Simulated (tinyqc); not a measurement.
Trading HF for NH4F at fixed fluoride: speciation in dilute and buffered hydrofluoric acid, oxide etch rate and bath loading. Computed by tinyqc, a small Python program. Command: `OMP_NUM_THREADS=1 python tinyqc.py 3120536 3120537 out.jsonl hfetch walk`. One thread of a shared host (Intel(R) Xeon(R) Processor @ 2.30GHz), about 0.01 s of CPU time with the checks.

Concentrations stand for activities, NH4+ and Cl- are spectators, and water ionisation is neglected. H, F and HF2 denote the ions H+, F- and HF2-. The base temperature is 298 K.

Inputs (values chosen for the exercise, of the order of those for thermal oxide at room temperature):

| quantity | value | unit |
|---|---|---|
| HF added | 0.052 | mol/L |
| NH4F added | 0.021 | mol/L |
| K1 = [H][F]/[HF] | 0.000684 | mol/L |
| K2 = [HF2]/([HF][F]) | 3.55 | L/mol |
| K3 = [H2F2]/[HF]^2 | 0 | L/mol |
| rate constant of neutral HF k_a | 12 | nm L/(min mol) |
| rate constant of HF2 k_b | 49 | nm L/(min mol) |

Method:
- Fluoride balance: [HF] + [F] + 2 [HF2] + 2 [H2F2] = HF added + NH4F added. Acid balance: [H] + [HF] + [HF2] + 2 [H2F2] = HF added + HCl added. For a trial [H], [HF] = [H][F]/K1, and the fluoride balance is a quadratic in [F].
- Rate = k_a ([HF] + 2 [H2F2]) + k_b [HF2], an empirical two-term form.
- Total fluoride is held at HF + NH4F added, without HCl; x is the share added as HF.

Against x:

| x | pH | [F] (mol/L) | [HF] (mol/L) | [HF2] (mol/L) | rate (nm/min) |
|---|---|---|---|---|---|
| 0.05 | 4.5376 | 0.068669 | 0.002911 | 0.0007097 | 0.06971 |
| 0.15 | 3.9936 | 0.060240 | 0.008937 | 0.0019113 | 0.20090 |
| 0.30 | 3.5814 | 0.048201 | 0.018476 | 0.0031615 | 0.37663 |
| 0.40 | 3.3729 | 0.040599 | 0.025151 | 0.0036250 | 0.47944 |
| 0.50 | 3.1824 | 0.033362 | 0.032047 | 0.0037955 | 0.57055 |
| 0.60 | 2.9963 | 0.026526 | 0.039109 | 0.0036827 | 0.64976 |
| 0.75 | 2.7036 | 0.017193 | 0.049736 | 0.0030356 | 0.74557 |
| 0.90 | 2.3707 | 0.009545 | 0.059428 | 0.0020137 | 0.81180 |
| 1.00 | 2.1338 | 0.005983 | 0.064286 | 0.0013655 | 0.83834 |

What follows from these numbers?

[HF2] is largest at x = 0.5 and the rate at x = 1 among these rows; HF2 needs both HF and F.

Extremes, crossings and ranges named in words are read from the listed rows.
